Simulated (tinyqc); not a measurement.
Vacuum evaporation: vapour pressure, source flux, thickness distribution, purity and step coverage: one step, computed by the program tinyqc.

Molecular flow, unit sticking of the metal, no re-evaporation. The background gas is taken as water vapour (18.015 g/mol, collision diameter 0.37 nm) at 300 K.

Task: Scattering and purity. Mean free path lambda = k_B T_g/(sqrt2 pi d^2 p); unscattered share exp(-h/lambda); gas arrival p/sqrt(2 pi m_g k_B T_g); impurity ratio = sticking x gas arrival/metal arrival; monolayer time = 1e15 cm^-2/(sticking x gas arrival).

Inputs (values chosen for the exercise, modelled on germanium, with constants for the liquid):
```
quantity                    value  unit
source temperature T         1490     K
source-to-wafer distance h     38    cm
background pressure p       5e-08    Pa
sticking of background gas    0.5     -
```

arrival rate at the centre = 1.659125e+12 1/(cm^2 s)

Constants: k_B = 1.380649e-23 J/K; u = 1.6605390666e-27 kg.

Give: mean free path; unscattered share; gas arrival rate; impurity ratio; monolayer time.

Result:

mean free path = 1.3620e+05 m

unscattered share = 1.00000

gas arrival rate = 1.7920e+11 1/(cm^2 s)

impurity ratio = 0.054004

monolayer time = 11161 s
